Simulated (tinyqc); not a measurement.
Strain: hole subbands of a hard-walled well, four-band Luttinger model.

Hole energies are counted downwards from the unstrained band edge, c = hbar^2/2m0. After the usual block transformation one block is H = [[P + Q - Zs, R - i S], [R + i S, P - Q + Zs]] in (heavy, light), with P +/- Q = c [(g1 +/- g2) k^2 + (g1 -/+ 2 g2) kz^2], R = sqrt(3) c gR k^2, S = 2 sqrt(3) c g3 k kz, kz = -i d/dz; axial approximation gR = (g2 + g3)/2. Zs = b (e_par - e_perp) is the shear part of the strain (the hydrostatic part shifts all levels alike and is left out). Basis sqrt(2/L) sin(n pi z/L), n = 1 to N, for each component: kz^2 gives (n pi/L)^2 and the heavy-light block is R delta_nm - 2 sqrt(3) c g3 k D_nm with D_nm = 4 n m/(L (n^2 - m^2)) for n + m odd, 0 otherwise. The other block has the same levels. The split-off band is left out, a severe simplification for a spin-orbit splitting near 0.04 eV.

Constants: hbar^2/2m0 = 3.80998211 eV angstrom^2.

Values chosen for the exercise (near those of Si; shifted at random, so the results belong to these values and not to a real crystal): g1 = 4.33 (Luttinger gamma1); g2 = 0.34 (gamma2); g3 = 1.45 (gamma3); L = 105 angstrom (well width along [001]); Zlist = (-0.0163, -0.0097, -0.0068, -0.0016, 0, 0.0055, 0.0176) eV (shear strain energies (negative: tension in the plane, for b < 0)).

N = 20. dE is the rise of the top subband from k = 0 to k1 = pi/(4L), m1 = c k1^2/dE (dash if dE is not positive), and the heavy weight is taken at k = pi/L.

Top subband:

| Zs (eV) | HH1 (meV) | LH1 (meV) | dE (meV) | heavy weight | m1 (m0) |
|---|---|---|---|---|---|
| -0.0163 | 28.7 | 0.8 | 0.632 | 0.068 | 0.337 |
| -0.0097 | 22.1 | 7.4 | 0.577 | 0.123 | 0.369 |
| -0.0068 | 19.2 | 10.3 | 0.541 | 0.176 | 0.394 |
| -0.0016 | 14.0 | 15.5 | 0.649 | 0.425 | 0.329 |
| 0.0000 | 12.4 | 17.1 | 0.723 | 0.552 | 0.295 |
| 0.0055 | 6.9 | 22.6 | 0.780 | 0.842 | 0.273 |
| 0.0176 | -5.2 | 34.7 | 0.838 | 0.954 | 0.254 |

HH1 and LH1 cross at Zs = -2 c g2 (pi/L)^2 = -0.0023 eV; for more negative Zs the light hole is on top. Among the rows with HH1 on top, m1 goes from 0.329 to 0.254 m0 as the splitting widens from 1 to 40 meV, against the unmixed 1/(g1 + g2) = 0.214: compression lightens the holes here. m1 describes the neighbourhood of k = 0 only; where HH1 and LH1 lie close, the band may peak further out.

(tinyqc, `OMP_NUM_THREADS=1 python tinyqc.py 1281868 1281869 out.jsonl`, Intel(R) Xeon(R) Processor @ 2.30GHz, 1 thread, shared host, about 0.1 s.)
